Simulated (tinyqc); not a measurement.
Comparisons within one model: donor level screened by free carriers (Yukawa potential). A value that a table varies takes the place of the one given here.

Potential -(q/(eps r)) exp(-ks r), q = e^2/(4 pi eps0). In units Ry* = Ry m/eps^2 and a* = a0 eps/m the problem is [-Laplacian - 2 exp(-x r)/r] psi = E psi with x = ks a*.

Converged values use 18 functions exp(-z r), z = 1.55^i, i = -11 to 6: S = 2/A^3, H = z_i z_j S - 2/(A + x)^2, A = z_i + z_j.

Screening wave number: Debye ks^2 = 4 pi q n/(eps kB T); Thomas-Fermi ks^2 = 6 pi q n/(eps EF) with EF = c (3 pi^2 n/gv)^(2/3)/m, c = hbar^2/2m0; the two are joined by 1/ks^2 = sqrt(1/ks_D^4 + 1/ks_TF^4). 1e18/cm^3 = 1e-6/angstrom^3, q = e^2/(4 pi eps0).

Constants: e^2/(4 pi eps0) = 14.39964547 eV angstrom; kB = 8.617333262e-05 eV/K; hbar^2/2m0 = 3.80998211 eV angstrom^2; Ry = 13.60569312 eV; a0 (Bohr radius) = 0.5291772105 angstrom.

Parameters, chosen for this exercise (near those of a donor in Si, with one mean mass; the results hold for these values, not for the real material):
- xs = (0.04, 0.11, 0.31, 0.51, 0.65, 0.91, 1.08) (values of x)
- m = 0.313 m0 (mass)
- eps = 11.7 (dielectric constant)
- gv = 6 (valleys)
- T = 77 K (temperature)
- nl = (0.0087, 0.029, 0.087, 0.29, 0.87, 2.9, 8.7) x 1e18/cm^3 (densities)
- n = 0.29 x 1e18/cm^3 (free-carrier density)

## Towards the loss of the bound state

First order (-1 + 2x), one-parameter (minimum of z^2 - 8 z^3/(2z + x)^2) and converged 1s energies in Ry*, and the mean radius in a*; a dash marks an unbound result.

Results:
```
x     first order  trial function  converged   <r>
0.04      -0.9200         -0.9223    -0.9223  1.50
0.11      -0.7800         -0.7970    -0.7970  1.52
0.31      -0.3800         -0.5019    -0.5026  1.62
0.51            -         -0.2837    -0.2871  1.82
0.65            -         -0.1691    -0.1761  2.07
0.91            -         -0.0281    -0.0453  3.23
1.08            -               -    -0.0068  6.93
```

How do the results move?

First order loses the state at x = 0.5, the trial function reaches zero energy at x = 1.00, and the exact limit is 1.19. The radius starts at 1.5 a*, grows slowly at first (1.62 at x = 0.31), then steadily, and swells towards the end (6.9 at 1.08), where a single exponential fails: the binding vanishes as the square of the distance from 1.19.

## Binding against carrier density

Ry* = 31.1095 meV
a* = 19.781 angstrom

x from the joined ks; converged 1s binding (dash: x above 1.17, at or past the limit 1.19 where the state unbinds).

Results:
```
n (1e18/cm^3)  EF/kB T  1/ks (angstrom)      x  binding (meV)  n^(1/3) a*
0.0087            0.02            222.1  0.089          25.92       0.041
0.029             0.05            121.7  0.163          22.12       0.061
0.087             0.10             70.3  0.281          16.78       0.088
0.29              0.23             38.7  0.511           8.90       0.131
0.87              0.48             22.8  0.869           1.86       0.189
2.9               1.08             13.5  1.465              -       0.282
8.7               2.25              9.4  2.098              -       0.407
```

How do the results move?

The binding falls from 25.9 to 1.9 meV (bare value 31.1); it passes half the bare value between 0.087 and 0.29 x 1e18/cm^3. The level is unbound, or bound by less than 0.001 Ry*, from 2.9 x 1e18/cm^3 on; as the density rises, it is lost by the time n^(1/3) a* reaches 0.28. x grows with exponent 0.50 in n at the start and 0.33 at the end (1/2 for Debye, 1/6 for Thomas-Fermi screening).

## What each parameter does

Ry* = Ry m/eps^2, a* = a0 eps/m, x = ks a* with the joined ks; converged binding. Each row changes one parameter from the base and keeps the others.

Results:
```
case                   1/ks (angstrom)      x  binding in Ry*  binding (meV)
base                              38.7  0.511           0.286           8.90
n = 0.145 x 1e18/cm^3             54.5  0.363           0.439          13.65
T = 137 K                         51.4  0.385           0.414          12.87
m = 0.351 m0                      38.6  0.456           0.338          11.79
eps = 10.8                        37.2  0.491           0.304          11.11
gv = 7                            38.7  0.512           0.286           8.88
```

How do the results move?

The largest shifts from the base row, up to three for each result and ties (the steps differ in size, so this ranks the rows, not the parameters). 1/ks (angstrom): n +15.8, T +12.7, eps -1.5; unchanged at the printed digits by gv. x: n -0.148, T -0.126, m -0.055. binding in Ry*: n +0.153, T +0.128, m +0.052; unchanged at the printed digits by gv. binding (meV): n +4.75, T +3.97, m +2.89.

tinyqc: `OMP_NUM_THREADS=1 python tinyqc.py 1251789 1251790 out.jsonl`; about 0.01 s, one thread, shared Intel(R) Xeon(R) Processor @ 2.30GHz.
